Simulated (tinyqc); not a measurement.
CCSD on RHF in the 6-31g basis, for H3+, spin multiplicity 1, step by step. One step of it, computed by the program tinyqc.

Problem. CCSD: starting amplitudes. t_ij^ab = <ij||ab> / (e_i + e_j - e_a - e_b), whose energy is MP2.

orbital energies (hartree): MO1 -1.008763, MO2 -0.370187, MO3 -0.009636, MO4 0.539887, MO5 0.632234, MO6 0.914422

Two-electron integrals over orbitals (pq|rs), unique and non-zero (hartree):
```
(11|11) 0.588004    (21|21) 0.120888    (22|11) 0.452798    (22|22) 0.447926
(31|11) 0.088497    (31|22) 0.000514    (31|31) 0.059545    (32|21) -0.081450
(32|32) 0.088264    (33|11) 0.388181    (33|22) 0.363580    (33|31) 0.015822
(33|33) 0.343565    (41|11) -0.087231   (41|22) -0.074674   (41|31) -0.007703
(41|33) -0.042999   (41|41) 0.057141    (42|21) -0.063352   (42|32) 0.035944
(42|42) 0.056505    (43|11) 0.015943    (43|22) 0.029494    (43|31) -0.009382
(43|33) 0.007668    (43|41) -0.004125   (43|43) 0.014795    (44|11) 0.462200
(44|22) 0.408205    (44|31) 0.034610    (44|33) 0.336647    (44|41) -0.058912
(44|43) 0.027735    (44|44) 0.419246    (51|21) -0.065355   (51|32) 0.030851
(51|42) 0.053497    (51|51) 0.053490    (52|11) -0.114087   (52|22) -0.105728
(52|31) -0.004308   (52|33) -0.043583   (52|41) 0.057825    (52|43) -0.022002
(52|44) -0.098097   (52|52) 0.085367    (53|21) -0.008626   (53|32) 0.026669
(53|42) -0.014987   (53|51) -0.013753   (53|53) 0.032558    (54|21) 0.116793
(54|32) -0.081275   (54|42) -0.070915   (54|51) -0.070941   (54|53) -0.003995
(54|54) 0.128695    (55|11) 0.423309    (55|22) 0.424405    (55|31) -0.002770
(55|33) 0.340467    (55|41) -0.079139   (55|43) 0.028983    (55|44) 0.398394
(55|52) -0.111881   (55|55) 0.425369    (61|11) -0.077342   (61|22) 0.019742
(61|31) -0.066522   (61|33) -0.026414   (61|41) 0.011645    (61|43) 0.026184
(61|44) -0.006119   (61|52) -0.019359   (61|55) 0.028497    (61|61) 0.105940
(62|21) 0.065398    (62|32) -0.036642   (62|42) -0.048760   (62|51) -0.047714
(62|53) 0.015331    (62|54) 0.071570    (62|62) 0.052134    (63|11) -0.145731
(63|22) -0.072205   (63|31) -0.049054   (63|33) -0.051012   (63|41) 0.044427
(63|43) -0.001089   (63|44) -0.087040   (63|52) 0.049083    (63|55) -0.064046
(63|61) 0.054964    (63|63) 0.078588    (64|11) 0.021667    (64|22) -0.046747
(64|31) 0.046822    (64|33) -0.005449   (64|41) 0.021513    (64|43) -0.019055
(64|44) -0.013426   (64|52) 0.039430    (64|55) -0.059042   (64|61) -0.068434
(64|63) -0.022090   (64|64) 0.066944    (65|21) -0.092938   (65|32) 0.074594
(65|42) 0.060999    (65|51) 0.057934    (65|53) 0.007259    (65|54) -0.104443
(65|62) -0.057049   (65|65) 0.092701    (66|11) 0.573704    (66|22) 0.433068
(66|31) 0.093883    (66|33) 0.390641    (66|41) -0.105135   (66|43) 0.002924
(66|44) 0.447271    (66|52) -0.109280   (66|55) 0.414564    (66|61) -0.112406
(66|63) -0.160355   (66|64) 0.035415    (66|66) 0.612989
```

Give: Starting amplitudes; correlation energy.

Solution.

Starting amplitudes (spin orbitals 1a, 1b, ...; amplitudes related by a flip of all spins are not repeated):
```
from      to          t
1a 1b  2a 2b     -0.095
1a 1b  3a 3b     -0.030
1a 1b  2a 5b      0.029
1a 1b  6a 6b     -0.028
1a 1b  3a 6b      0.023
1a 1b  4a 4b     -0.018
1a 1b  5a 5b     -0.016
1a 1b  4a 6b  -3.35e-03
1a 1b  3a 4b   3.02e-03
```

correlation energy = -0.02496 hartree
